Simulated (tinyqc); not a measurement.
# One-sided p+-n junction, ionisation integral and breakdown: two studies

A p+ layer at x < 0 and an n drift layer from x = 0. Depletion approximation, built-in voltage neglected. Local ionisation coefficients alpha_n = an exp(-(bn/E)^mx), alpha_p = ap exp(-(bp/E)^mx). Electrons move towards +x, holes towards x = 0.

Parameters, values chosen for the exercise; material values close to those of silicon:
- eps_r = 11.9 (relative permittivity)
- an = 7.33e5 1/cm (prefactor of the electron ionisation coefficient)
- bn = 1.29e6 V/cm (field constant for electrons)
- ap = 1.63e6 1/cm (prefactor of the hole ionisation coefficient)
- bp = 2.06e6 V/cm (field constant for holes)
- mx = 1 (exponent)
- mu = 1440 cm^2/(V s) (electron mobility of the drift layer)
- N = 1.4e16 cm^-3 (donor density of the drift layer)

Constants: q = 1.602176634e-19 C, eps0 = 8.8541878128e-14 F/cm where lengths are in cm. Results are converted to the units shown.

Each table varies one quantity; the others keep the values above.

## Multiplication against voltage

W = sqrt(2 eps0 eps_r V/(q N)), peak field E0 = q N W/(eps0 eps_r), falling linearly to 0 at W. G(x) = integral from 0 to x of (alpha_n - alpha_p); I_n = integral of alpha_n exp(-G) (electrons injected at x = 0), I_p = integral of alpha_p exp(G(end) - G) (holes injected at the far edge); M = 1/(1 - I). Integrals on a fine grid; BV is where I_n = 1. Here BV = 44.4785 V; the Miller exponent is n = ln(1 - 1/M)/ln(V/BV).

Results:

| V (V) | E0 (kV/cm) | I_n | I_p | M_n | M_p | Miller n, electrons | Miller n, holes |
|---|---|---|---|---|---|---|---|
| 17.8 | 275 | 0.128 | 0.0137 | 1.15 | 1.01 | 2.25 | 4.68 |
| 22.2 | 307 | 0.240 | 0.0393 | 1.32 | 1.04 | 2.05 | 4.66 |
| 26.7 | 337 | 0.381 | 0.0920 | 1.62 | 1.10 | 1.89 | 4.68 |
| 31.1 | 364 | 0.534 | 0.185 | 2.14 | 1.23 | 1.76 | 4.72 |
| 38.3 | 404 | 0.789 | 0.486 | 4.75 | 1.95 | 1.58 | 4.82 |
| 40.9 | 417 | 0.880 | 0.665 | 8.31 | 2.98 | 1.53 | 4.87 |
| 42.7 | 426 | 0.941 | 0.819 | 16.9 | 5.52 | 1.50 | 4.90 |
| 43.8 | 432 | 0.978 | 0.927 | 44.6 | 13.7 | 1.48 | 4.92 |

Estimate the missing row, V = 35.6 V.

Computed row:

| V (V) | E0 (kV/cm) | I_n | I_p | M_n | M_p | Miller n, electrons | Miller n, holes |
|---|---|---|---|---|---|---|---|
| 35.6 | 389 | 0.694 | 0.345 | 3.27 | 1.53 | 1.64 | 4.78 |

With this row back in the table: M_n rises from 1.147 to 44.6 and M_p from 1.014 to 13.7; both diverge at BV. The Miller exponent for electrons falls from 2.25 to 1.48 and that for holes goes from 4.68 through a minimum of 4.66 (at V = 22.2 among the rows listed) to 4.92. The larger multiplication belongs to electrons, whose coefficient at the peak field of the last row is 2.67 times the other.

## Effect of the drift doping

Same model as above.

Specific on-resistance Ron = W/(q mu N) with constant mobility and full ionisation.

Results:

| N (cm^-3) | BV (V) | E0 at BV (kV/cm) | W at BV (um) | Ron (mohm cm^2) | BV^2/Ron (MW/cm^2) | eps0 eps_r mu E0^3/4 (MW/cm^2) |
|---|---|---|---|---|---|---|
| 1.2e15 | 234 | 292 | 16.0 | 5.78 | 9.46 | 9.46 |
| 2.2e15 | 152 | 319 | 9.54 | 1.88 | 12.3 | 12.3 |
| 4.3e15 | 96.1 | 354 | 5.42 | 0.546 | 16.9 | 16.9 |
| 8.3e15 | 62.1 | 396 | 3.14 | 0.164 | 23.6 | 23.6 |
| 1.6e16 | 40.9 | 446 | 1.83 | 0.0497 | 33.7 | 33.7 |
| 5.8e16 | 19.2 | 582 | 0.660 | 0.00493 | 74.9 | 74.9 |
| 1.1e17 | 13.7 | 677 | 0.405 | 0.00160 | 118 | 118 |

Estimate the missing row, N = 3e16 cm^-3.

Computed row:

| N (cm^-3) | BV (V) | E0 at BV (kV/cm) | W at BV (um) | Ron (mohm cm^2) | BV^2/Ron (MW/cm^2) | eps0 eps_r mu E0^3/4 (MW/cm^2) |
|---|---|---|---|---|---|---|
| 3e16 | 28.0 | 505 | 1.11 | 0.0160 | 48.9 | 48.9 |

With this row back in the table: BV falls from 234 to 13.7 V while the critical field rises from 292 to 677 kV/cm. BV goes as N^(-0.71) between the first two rows and N^(-0.53) between the last two (a coefficient proportional to E^7 gives -0.75 without punch-through). Ron goes as BV^(2.89) over the table; the last two columns agree since BV = E0 W/2 and N = eps0 eps_r E0/(q W). For N = 3e16, 5.8e16, 1.1e17 the layer is under 0.5 um wide or BV under 28 V, so dead space, tunnelling and the built-in voltage, all left out, matter.

Computed by the program tinyqc: `OMP_NUM_THREADS=1 python tinyqc.py 2120005 2120006 out.jsonl`, one thread of a shared Intel Xeon 2.30GHz, about 0.03 s for the whole run.
